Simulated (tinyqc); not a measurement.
Undoped symmetric double-gate MOSFET, analytic potential model: two steps of the calculation.

An undoped body of thickness ts between two equal insulators and tied gates; long channel, electrons only, n = ni exp((psi - V)/Vt) with V the quasi-Fermi potential (0 at the source, Vd at the drain), constant mobility, no quantisation. Across the body psi(x) = V - 2 Vt ln[(ts/(2 beta)) sqrt(q ni/(2 eps0 eps_r Vt)) cos(2 beta x/ts)], x from the centre. Q is the electron charge per area of the whole body.

Values chosen for this exercise; material values those of a made-up semiconductor: temperature T = 300 K; relative permittivity of the semiconductor eps_r = 8.81; conduction-band density of states at T Nc = 2.69e19 cm^-3; body thickness ts = 20 nm; gate voltage Vg = 0.71 V.

Constants: q = 1.602176634e-19 C, kB = 1.380649e-23 J/K, Vt = kB T/q, eps0 = 8.8541878128e-14 F/cm where lengths are in cm. Results are converted to the units shown.

Problem 1. beta at the source by Newton steps in z = ln(tan beta). With V = 0, t = exp(z), beta = arctan(t): f = ln(beta) + (1/2) ln(1 + t^2) + 2 r beta t - (Vg - V0)/(2 Vt); with c = t/(1 + t^2), df/dz = c/beta + t c + 2 r t (c + beta); z(new) = z - f/(df/dz).

z at the start = 2
r = 0.28654974
V0 = 0.16928050 V

Give: beta; f; df/dz; z after iteration 1.

Solution 1.

beta = 1.436
f = -2.005
df/dz = 7.719
z after iteration 1 = 2.260

Problem 2. Potential and electron density across the body at the source. psi(x) as above with V = 0 and beta = beta_s; n = ni exp(psi/Vt).

| point | x/ts |
|---|---|
| 0 | 0 |
| 1 | 0.1 |
| 2 | 0.2 |
| 3 | 0.3 |
| 4 | 0.4 |
| 5 | 0.45 |
| 6 | 0.5 |

beta_s = 1.4641313
ni = 5.0266289e11 cm^-3

Find: psi; n.

Solution 2.

| point | psi (V) | n (cm^-3) |
|---|---|---|
| 0 | 0.3590 | 5.396e17 |
| 1 | 0.3612 | 5.887e17 |
| 2 | 0.3684 | 7.770e17 |
| 3 | 0.3822 | 1.324e18 |
| 4 | 0.4078 | 3.567e18 |
| 5 | 0.4306 | 8.608e18 |
| 6 | 0.4748 | 4.761e19 |

The density at the surface is 88.2 times that at the centre (1/cos^2 beta). It reaches 1.8 Nc, where Boltzmann statistics overestimate it.

Numbers from tinyqc (`OMP_NUM_THREADS=1 python tinyqc.py 2440085 2440086 out.jsonl`; about 0.01 s on one thread of a shared Intel Xeon 2.30GHz).
